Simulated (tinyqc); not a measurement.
Raising U: Hubbard chain of 3 sites, mean field against exact. Computed by the program tinyqc. Collinear unrestricted mean field (the lowest of 40 random starts) against exact diagonalisation.

one-body matrix (hopping and site energies) (eV):
```
,1,2,3
1,0.0000,-1.3600,0.0000
2,-1.3600,0.0000,-1.3600
3,0.0000,-1.3600,0.0000
```

electrons, up and down: 2  1

Exact and mean-field results (eV):
```
U,U/t,E exact,E mean field,mean |n_up - n_down|,"double occupancy, exact",first gap in the sector
0.680,0.500,-3.44181,-3.42599,0.367,0.188,1.829
1.360,1.000,-3.07842,-3.01701,0.413,0.168,1.718
2.720,2.000,-2.47532,-2.26667,0.556,0.129,1.480
4.080,3.000,-2.02008,-1.69022,0.729,0.096,1.256
5.440,4.000,-1.68105,-1.31201,0.837,0.072,1.070
8.160,6.000,-1.23316,-0.89336,0.926,0.042,0.803
10.880,8.000,-0.96249,-0.67452,0.958,0.026,0.632
16.320,12.000,-0.66198,-0.45174,0.981,0.013,0.438
27.200,20.000,-0.40399,-0.27166,0.993,4.85e-03,0.269
```

What does the comparison show, and why?

In absolute terms mean field is worst at U/t = 4.0, 0.369 eV too high: at small U it is nearly exact, and at large U it misses only exchange-scale energies. Relative to the exact energy its error is 0.5 % at the smallest U, 33 % at most and 33 % at the largest. The double occupancy falls from 0.188 to 0.005; at the largest U the first gap is 0.99 times the exchange scale 4t^2/U.
